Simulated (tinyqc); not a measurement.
What moves the results: donor near an oxide interface in a gate field (two-state model). A value that a table varies takes the place of the one given here.

Interface at z = 0 (hard wall), donor at z = d, field F pulling electrons to the interface: potential e F z; 1 kV/cm = 1e-5 eV/angstrom, c = hbar^2/2m0, q = e^2/(4 pi eps0), Q = (eps - eo)/(eps + eo). Donor state: E_D = e F d - ED - q Q/(4 eps d), the last term joining the images of ion and electron. Interface state: z exp(-b z/2) exp(-rho^2/(2 L^2)) with E_z = c b^2/(4 mz) + 3 e F/b + q Q b/(8 eps), minimised over b; in the plane at z = 3/b the ion (distance D = d - 3/b) and its image (D' = d + 3/b) give E_rho = c/(mt L^2) - (q/eps)(sqrt(pi)/L)[erfcx(D/L) + Q erfcx(D'/L)], erfcx(x) = exp(x^2) erfc(x), minimised over L. E_I = E_z + E_rho.

The two states couple by t = t0 exp(-D/aD) with t0 = q/(eps aD) (2 aD/L) sqrt(aD b/2) v, v a valley factor; this form is an estimate. With detuning u = E_D - E_I the splitting is sqrt(u^2 + 4 t^2) and the lower state has weight (1 - u/sqrt(u^2 + 4 t^2))/2 on the donor.

Constants: hbar^2/2m0 = 3.80998211 eV angstrom^2; e^2/(4 pi eps0) = 14.39964547 eV angstrom.

Parameters, chosen for this exercise (near those of a donor in Si below SiO2, static dielectric constants; shifted at random, so the results belong to these values and not to a real crystal): d = 180 angstrom (depth of the donor); ED = 42.5 meV (bulk binding energy); mz = 0.906 m0 (mass across the interface); mt = 0.19 m0 (mass in the plane); eps = 11.5 (dielectric constant of the semiconductor); eo = 3.9 (dielectric constant of the oxide); aD = 20.2 angstrom (donor radius); v = 0.42 (valley factor); Fl = (33.086, 33.151, 33.177, 33.19, 33.203, 33.229, 33.295) kV/cm (fields); dl = (60, 80, 105, 135, 170, 215, 270) angstrom (depths).

## Sweeping the field

Both levels, the splitting, the donor weight and the mean depth w d + (1 - w) 3/b.

Results:

| F (kV/cm) | E_D (meV) | E_I (meV) | splitting (meV) | donor weight | mean depth (angstrom) |
|---|---|---|---|---|---|
| 33.086 | 16.197 | 16.336 | 0.141 | 0.996 | 179.5 |
| 33.151 | 16.314 | 16.366 | 0.0555 | 0.974 | 176.5 |
| 33.177 | 16.360 | 16.378 | 0.0251 | 0.854 | 160.3 |
| 33.190 | 16.384 | 16.384 | 0.0177 | 0.509 | 113.5 |
| 33.203 | 16.407 | 16.390 | 0.0246 | 0.152 | 65.1 |
| 33.229 | 16.454 | 16.402 | 0.0549 | 0.027 | 48.1 |
| 33.295 | 16.573 | 16.432 | 0.142 | 0.004 | 45.0 |

E_D rises by 1.80 and E_I by 0.46 meV per kV/cm, so they cross once, near 33.2 kV/cm, where the splitting is 2t = 0.0177 meV. The donor weight passes from 0.85 to 0.15 while the detuning goes from -2t to 2t, a window of 0.026 kV/cm or 0.079 % of the field; across the table the charge moves by 134 angstrom.

## Depth of the donor

Critical field, and the coupling, E_rho and L at that field.

Results:

| d (angstrom) | critical field (kV/cm) | e F d/ED | t (meV) | E_rho (meV) | L (angstrom) |
|---|---|---|---|---|---|
| 60 | 134.3 | 1.896 | 3.9 | -22.30 | 55 |
| 80 | 90.6 | 1.705 | 1.3 | -17.37 | 67 |
| 105 | 63.8 | 1.577 | 0.37 | -13.64 | 82 |
| 135 | 46.8 | 1.487 | 0.082 | -10.88 | 98 |
| 170 | 35.5 | 1.420 | 0.014 | -8.82 | 115 |
| 215 | 27.0 | 1.364 | 0.0016 | -7.11 | 136 |
| 270 | 20.8 | 1.319 | 0.00011 | -5.76 | 160 |

The critical field falls from 134 to 21 kV/cm, with exponent -1.24 in d, while t drops by a factor 3.6e+04, about e for each 20 angstrom at the end (aD = 20.2). One lattice plane (1.36 angstrom) of misplacement changes t by 7 % and the critical field by about 1.6 % at 105 angstrom.

## What each parameter does

Critical field (E_D = E_I), and t and L there. Each row changes one parameter from the base and keeps the others.

Results:

| case | critical field (kV/cm) | t (meV) | L (angstrom) |
|---|---|---|---|
| base | 33.2 | 0.00884 | 119.9 |
| d = 170 angstrom | 35.5 | 0.0145 | 115.1 |
| ED = 48.5 meV | 37.6 | 0.00812 | 120.7 |
| aD = 22.2 angstrom | 33.2 | 0.0170 | 119.9 |
| mz = 0.77 m0 | 33.8 | 0.00942 | 119.3 |
| mt = 0.218 m0 | 33.0 | 0.00932 | 114.0 |
| eo = 5.8 | 32.3 | 0.00812 | 123.0 |
| eps = 12.2 | 33.5 | 0.00810 | 122.3 |

The largest shifts from the base row, up to three for each result and ties (the steps differ in size, so this ranks the rows, not the parameters). critical field (kV/cm): ED +4.4, d +2.3, eo -0.9; unchanged at the printed digits by aD. t (meV): aD +0.00812, d +0.00564, eps -0.000741. L (angstrom): mt -5.8, d -4.8, eo +3.1; unchanged at the printed digits by aD.

Program tinyqc; command `OMP_NUM_THREADS=1 python tinyqc.py 1250399 1250400 out.jsonl`; about 0.08 s on one thread of a shared Intel(R) Xeon(R) Processor @ 2.30GHz.
